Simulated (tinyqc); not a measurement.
Hot carriers by balance equations with a heated Maxwellian: one step, computed by the program tinyqc. Command: `OMP_NUM_THREADS=1 python tinyqc.py 3006463 3006464 out.jsonl hot walk`. One thread of a shared host (Intel(R) Xeon(R) Processor @ 2.30GHz), about 0.02 s of CPU time with the checks.

The carriers follow a Maxwellian at an electron temperature T_e, slightly displaced; the drift energy is neglected against k_B T_e. The balance averages the rate, not the time, so mu_0 lies below the relaxation-time value.

Task: Equilibrium values. Parabolic band: E = hbar^2 k^2/(2 m), speed v = hbar k/m, states per spin, volume and energy g(E) = m k/(2 pi^2 hbar^2). Masses are multiplied by m_0 and all formulas are in SI units. Phonon occupation N_q = 1/(exp(hbar w/(k_B T)) - 1). Acoustic deformation potential (elastic, equipartition, absorption and emission together): 1/tau = 2 pi k_B T D_A^2 g(E)/(hbar rho v_l^2). Optical or intervalley deformation potential: 1/tau = (pi Z_f D_o^2/(rho w)) [N_q g(E + hbar w) + (N_q + 1) g(E - hbar w)], with g = 0 below the band edge. Averages over the Maxwellian, <y> = int y x^(1/2) exp(-x) dx / int x^(1/2) exp(-x) dx with x = E/(k_B T_e), split at x_0 = hbar w/(k_B T_e): 64 Gauss-Legendre points in sqrt(x) below it and 128 in sqrt(x - x_0) above it, up to x = 32. Momentum balance: mu(T_e) = e/(m nu), nu = <x (sum of rates)>/<x>. Power lost per carrier: P(T_e) = hbar w <emission rate - absorption rate> + <(2 m v_l^2/(k_B T)) (E - 2 k_B T) acoustic rate>. Energy relaxation time at weak heating: tau_E = (3/2) k_B / (dP/dT_e), the derivative by a central difference of +/- 0.5 K at T_e = T.

Inputs (values chosen for the exercise, modelled on electrons in silicon):
```
quantity                                          value       unit
effective mass m                                  0.328        m_0
density rho                                        2329     kg/m^3
sound velocity v_l                                 9020        m/s
acoustic deformation potential D_A                  9.3         eV
phonon energy hbar w                               62.2        meV
optical or intervalley deformation potential D_o    4.7  1e8 eV/cm
final valleys Z_f                                     5          -
lattice temperature T                               100          K
```

Band: parabolic. Solver: damped fixed point.

Constants: k_B = 8.617333262e-05 eV/K; k_B = 1.380649e-23 J/K; e = 1.602176634e-19 C; hbar = 1.054571817e-34 J s; m_0 = 9.1093837015e-31 kg; hbar = 6.582119569e-16 eV s.

Give: low-field mobility mu_0; energy relaxation time tau_E.

Result:

low-field mobility mu_0 = 9575 cm^2/(V s)

energy relaxation time tau_E = 7.600 ps

tau_E is 4.26 times the momentum relaxation time m mu_0/e: energy is lost more slowly than direction, which is why carriers heat.
